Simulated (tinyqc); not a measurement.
Inside a calculation. Method: Hubbard chain of 2 sites. One step of it, computed by the program tinyqc.

Problem. Mean-field iteration 2. H(up) = T + U n(down), H(down) = T + U n(up); fill the lowest levels; n(new) = n + mixing (n(out) - n); E = tr T (rho up + rho down) + U sum n_up n_down of the output.

one-body matrix (hopping and site energies) (eV), order 1, 2:
```
[[-0.610000, -1.240000],
 [-1.240000, -0.540000]]
```

U = 7.300000 eV

electrons, up and down: [1, 1]

mixing = 0.200000

n(up) after iteration 1: [0.953679, 0.046321]

n(down) after iteration 1: [0.046569, 0.953431]

Give: levels, up; levels, down; energy; n(up) after iteration 2; n(down) after iteration 2.

Solution.

levels, up (eV): [-0.4925, 6.6425]

levels, down (eV): [-0.4286, 6.5786]

energy = -1.5709 eV

n(up) after iteration 2: [0.9567, 0.0433]

n(down) after iteration 2: [0.0437, 0.9563]
